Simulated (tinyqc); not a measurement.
Nanosheet or nanowire with hard walls, valleys of the Si type: sweeps and comparisons. A value that a table varies takes the place of the one given here.

Six ellipsoidal valleys along the cube axes: inverse mass tensor w = 1/mt + (1/ml - 1/mt) a a^T with a the unit axis. Device axes: x along the channel, z = [001], y = z x x.

Hard walls around a W x H rectangle. The block w_c of w in (y, z) confines; the transport mass follows from 1/m_x = w_xx - w_xc w_c^-1 w_cx. The cross-section problem c (w_yy ky^2 + 2 w_yz ky kz + w_zz kz^2), c = hbar^2/2m0, is solved in products sin(n pi y/W) sin(l pi z/H), n, l = 1 to 12; if w_yz = 0 the levels are c pi^2 (w_yy n^2/W^2 + w_zz l^2/H^2). The w_yz term couples (n, l) to (n', l') by -2 c w_yz D_nn'(W) D_ll'(H) with D_nm(L) = 4 n m/(L (n^2 - m^2)) for n + m odd and 0 otherwise.

Without degeneracy the line density is N1 exp((EF - Ec)/kB T) with N1 = sum 2 g sqrt(m_x kB T/(4 pi c)) exp(-E/kB T), here over n, l up to 80 where w_yz = 0 and over all levels of a 12 x 12 sine basis otherwise; the classical value is W H Nc with Nc = 2 g_all (m_dos kB T/(4 pi c))^(3/2), m_dos = (ml mt^2)^(1/3); dVt = kB T ln(W H Nc/N1).

Constants: hbar^2/2m0 = 3.80998211 eV angstrom^2; kB = 8.617333262e-05 eV/K.

Inputs chosen for the exercise (near those of Si; the results hold for these values, not for the real material): ml = 0.912 m0 (longitudinal mass); mt = 0.186 m0 (transverse mass); T = 300 K (temperature); g_all = 6 (number of valleys); channel = 110 (transport direction x on a (001) wafer); H = 52 angstrom (height, along z = [001]); Ws = (30, 40, 60, 90, 140, 220, 350) angstrom (widths); W = 135 angstrom (width, along y).

## From wire to sheet

Valleys:
```
group,valleys g,w_yy,w_zz,|w_yz|,m_x (m0)
A,2,5.37634,1.09649,0.00000,0.18600
B,4,3.23642,5.37634,0.00000,0.54900
```

Lowest level of each group (groups ordered by w_zz, then w_yy) and dVt against the width.

Results:
```
W (angstrom),A1 (eV),B1 (eV),dVt (mV)
30,0.2399,0.2100,176.5
40,0.1416,0.1508,117.1
60,0.0714,0.1086,72.3
90,0.0402,0.0898,53.8
140,0.0256,0.0810,45.4
220,0.0194,0.0773,41.0
350,0.0169,0.0758,38.6
```

dVt falls from 176 to 39 mV. The lowest group changes from B to A between W = 30 and 40 angstrom (H = 52). At the widest W the lowest level is 0.0169 eV; the film limit c pi^2 w_zz/H^2 of that group is 0.0152 eV.

## Channel direction

The same rectangle along [100] and [110]; groups ordered by w_zz, then w_yy.

Lowest level of each group:
```
"channel, group",valleys g,w_yy,w_zz,|w_yz|,m_x (m0),E (eV)
[100] A,2,5.376,1.096,0.000,0.186,0.0263
[100] B,2,1.096,5.376,0.000,0.186,0.0770
[100] C,2,5.376,5.376,0.000,0.912,0.0859
[110] A,2,5.376,1.096,0.000,0.186,0.0263
[110] B,4,3.236,5.376,0.000,0.549,0.0814
```

The lowest subband has m_x = 0.186 m0 and 2 valleys along [100], and 0.186 m0 and 2 valleys along [110]; its edge lies at 0.0263 and 0.0263 eV. These valleys have their axis along z, so turning the channel in the wafer plane leaves them alone; only the higher groups change.

## What each parameter does

E1 and E2 are the two lowest subband edges over all groups. Each row changes one parameter from the base and keeps the others.

Results:
```
case,E1 (eV),E2 - E1 (meV),m_x of lowest (m0),dVt (mV)
base,0.0263,33.3,0.186,45.9
W = 125 angstrom,0.0282,38.8,0.186,47.0
H = 60 angstrom,0.0225,33.3,0.186,39.0
T = 270 K,0.0263,33.3,0.186,44.4
ml = 1.003 m0,0.0250,33.3,0.186,45.2
mt = 0.205 m0,0.0253,30.2,0.205,43.4
```

The largest shifts from the base row, up to three for each result and ties (the steps differ in size, so this ranks the rows, not the parameters). E1 (eV): H -0.0038, W +0.0018, ml -0.0014; unchanged at the printed digits by T. E2 - E1 (meV): W +5.5, mt -3.1; unchanged at the printed digits by H, T and ml. m_x of lowest (m0): mt +0.019; unchanged at the printed digits by W, H, T and ml. dVt (mV): H -6.9, mt -2.4, T -1.5.

Computed by tinyqc, a small Python program: `OMP_NUM_THREADS=1 python tinyqc.py 1282638 1282639 out.jsonl` (the numbers bound the seed that draws the inputs); one thread of a shared host (Intel(R) Xeon(R) Processor @ 2.30GHz), about 0.02 s for the whole set of steps.
